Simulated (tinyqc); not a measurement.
Chemical vapour deposition: Grove model, boundary layer, depletion and step coverage: one step, computed by the program tinyqc. Command: `OMP_NUM_THREADS=1 python tinyqc.py 3014885 3014886 out.jsonl cvd walk`. One thread of a shared host (Intel(R) Xeon(R) Processor @ 2.30GHz), about 0.01 s of CPU time with the checks.

A precursor diffuses to the surface and reacts there at first order; each molecule that reacts adds one formula unit of film.

Task: Uniformity across a wafer. Between two wafers the gas diffuses inward and reacts on both faces: (D/r) d/dr (r dC/dr) = 2 k_s C/s, so C(r)/C_g = I0(phi r/R)/I0(phi) with phi^2 = 2 k_s R^2/(s D); G(r) = k_s C(r)/N, 1 cm/s = 6e8 nm/min; the mean over the wafer is eta = 2 I1(phi)/(phi I0(phi)).

Inputs (values chosen for the exercise, close to those used for silicon dioxide from an alkoxysilane):

| quantity | value | unit |
|---|---|---|
| temperature T | 790 | C |
| film density N | 2.2e+22 | formula units/cm^3 |
| wafer radius R | 10 | cm |
| wafer spacing s | 0.56 | cm |

Reactor: wafer stack, low pressure.

surface rate constant k_s = 0.05946890 cm/s

gas diffusivity D = 18916.02 cm^2/s

precursor density C_g = 1.416931e+14 1/cm^3

Give: Thiele modulus phi; growth rate G at the edge; rate at the centre over rate at the edge; effectiveness eta.

Result:

Thiele modulus phi = 0.03351

growth rate G at the edge = 0.2298 nm/min

rate at the centre over rate at the edge = 0.9997

effectiveness eta = 0.9999

The centre lags the edge by 0.028 %; for small phi the lag is phi^2/4 = 0.028 %. Caution: the mean free path 3D/c is comparable with or larger than the wafer spacing, where wall collisions cap D near (2s) c/3 and the lag is larger than computed.
